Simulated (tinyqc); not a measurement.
Dopant redistribution at a moving silicon-oxide interface during parabolic oxidation: one step, computed by the program tinyqc.

Uniformly doped silicon is oxidised with x_ox = sqrt(B t); the interface advances into the silicon by alpha x_ox, alpha = 0.44. The dopant does not move in the oxide, and at the interface C(silicon) = m C(oxide).

Question. Dose moved. Consumed silicon held alpha x_ox C_B; the oxide holds x_ox times the dopant concentration in the oxide; the difference is the excess in the silicon; 1 um = 1e-4 cm.

Inputs (values chosen for the exercise, modelled on antimony in silicon under dry oxygen): bulk doping C_B = 1.9e+16 1/cm^3; temperature T = 1175 C.

oxide thickness = 0.3514298 um

concentration in the oxide = 2.245142e+15 1/cm^3

Give: dopant in the consumed silicon; dopant in the oxide; excess in the silicon.

Answer.

dopant in the consumed silicon = 2.938e+11 1/cm^2

dopant in the oxide = 7.890e+10 1/cm^2

excess in the silicon = 2.149e+11 1/cm^2

Caution: parabolic growth needs an oxide much thicker than the Deal-Grove length A, which fails for thin films and low temperatures; oxidation-enhanced or retarded diffusion is ignored.
